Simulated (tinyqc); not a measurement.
Inside a calculation. Method: MP2 on RHF in the 6-31g basis, for H3+, spin multiplicity 1. One step of it, computed by the program tinyqc.

Task: Second-order Moller-Plesset energy. E2 = sum_ijab (ia|jb) [2 (ia|jb) - (ib|ja)] / (e_i + e_j - e_a - e_b) over occupied i, j and virtual a, b; the opposite-spin part is (ia|jb)^2 / denominator, the rest is same-spin, and SCS-MP2 scales them by 6/5 and 1/3.

orbital energies (hartree): MO1 -1.114616, MO2 -0.213980, MO3 -0.213795, MO4 0.423230, MO5 0.711442, MO6 0.711774

Two-electron integrals over orbitals (pq|rs), unique and non-zero (hartree):
```
(11|11) 0.608838    (21|21) 0.096644    (22|11) 0.458109    (22|22) 0.429637
(31|11) 0.000054    (31|22) -0.044662   (31|31) 0.096603    (32|21) -0.044691
(32|32) 0.035829    (33|11) 0.458070    (33|22) 0.357990    (33|31) 0.044660
(33|33) 0.429549    (41|11) 0.123982    (41|22) 0.058585    (41|31) 0.000028
(41|33) 0.058565    (41|41) 0.065571    (42|21) -0.002351   (42|32) 0.002414
(42|42) 0.032541    (43|11) 0.000038    (43|22) 0.002436    (43|31) -0.002385
(43|33) -0.002408   (43|41) 0.000028    (43|43) 0.032559    (44|11) 0.453868
(44|22) 0.375004    (44|31) 0.000064    (44|33) 0.375019    (44|41) 0.064683
(44|43) 0.000011    (44|44) 0.378905    (51|21) -0.073529   (51|32) 0.035777
(51|42) -0.029291   (51|51) 0.088785    (52|11) -0.144525   (52|22) -0.091424
(52|31) 0.034881    (52|33) -0.064818   (52|41) -0.063547   (52|43) 0.013649
(52|44) -0.079274   (52|52) 0.096178    (53|21) 0.034888    (53|32) -0.013282
(53|42) 0.013669    (53|51) -0.041232   (53|53) 0.024514    (54|21) -0.085798
(54|32) 0.040897    (54|42) -0.002081   (54|51) 0.074001    (54|53) -0.035050
(54|54) 0.090490    (55|11) 0.537074    (55|22) 0.462154    (55|31) -0.069169
(55|33) 0.382801    (55|41) 0.111090    (55|43) -0.014998   (55|44) 0.419949
(55|52) -0.159667   (55|55) 0.573711    (61|11) -0.000019   (61|22) 0.035801
(61|31) -0.073531   (61|33) -0.035765   (61|41) -0.000021   (61|43) -0.029279
(61|44) -0.000031   (61|52) -0.041262   (61|55) 0.072924    (61|61) 0.088830
(62|21) 0.034933    (62|32) -0.013308   (62|42) 0.013677    (62|51) -0.041277
(62|53) 0.023059    (62|54) -0.035095   (62|62) 0.024554    (63|11) -0.144533
(63|22) -0.064836   (63|31) -0.034900   (63|33) -0.091372   (63|41) -0.063558
(63|43) -0.013669   (63|44) -0.079295   (63|52) 0.048605    (63|55) -0.095256
(63|61) 0.041235    (63|63) 0.096144    (64|11) -0.000042   (64|22) 0.040896
(64|31) -0.085791   (64|33) -0.040883   (64|41) -0.000026   (64|43) -0.002067
(64|44) -0.000058   (64|52) -0.035072   (64|55) 0.072680    (64|61) 0.074049
(64|63) 0.035077    (64|64) 0.090527    (65|21) -0.069261   (65|32) 0.039688
(65|42) -0.015050   (65|51) 0.072941    (65|53) -0.032213   (65|54) 0.072723
(65|62) -0.032255   (65|65) 0.069241    (66|11) 0.537207    (66|22) 0.382906
(66|31) 0.069181    (66|33) 0.462108    (66|41) 0.111163    (66|43) 0.015056
(66|44) 0.420073    (66|52) -0.095314   (66|55) 0.435521    (66|61) -0.072880
(66|63) -0.159674   (66|64) -0.072670   (66|66) 0.573814
```

Hartree-Fock energy = -1.25641736 hartree

Give: Terms; Pair energies; MP2 correlation energy; SCS-MP2 correlation energy; MP2 total energy.

Result:

Terms:
```
i  j  a  b    (ia|jb)    (ib|ja)  denominator       term
1  1  2  2     0.0966     0.0966      -1.8013    -0.0052
1  1  3  3     0.0966     0.0966      -1.8016    -0.0052
1  1  6  6     0.0888     0.0888      -3.6528    -0.0022
1  1  5  5     0.0888     0.0888      -3.6521    -0.0022
1  1  5  2    -0.0735    -0.0735      -2.7267    -0.0020
1  1  2  5    -0.0735    -0.0735      -2.7267    -0.0020
1  1  3  6    -0.0735    -0.0735      -2.7272    -0.0020
1  1  6  3    -0.0735    -0.0735      -2.7272    -0.0020
1  1  4  4     0.0656     0.0656      -3.0757    -0.0014
1  1  4  3   2.79e-05   2.79e-05      -2.4387  -3.18e-10
1  1  3  4   2.79e-05   2.79e-05      -2.4387  -3.18e-10
1  1  6  4  -2.09e-05  -2.09e-05      -3.3642  -1.30e-10
1  1  4  6  -2.09e-05  -2.09e-05      -3.3642  -1.30e-10
```

Pair energies (hartree; pair i-j sums ij and ji):
```
pair  opposite spin  same spin
1-1         -0.0240          0
```

MP2 correlation energy = -0.024012 hartree

SCS-MP2 correlation energy = -0.028815 hartree

MP2 total energy = -1.280430 hartree
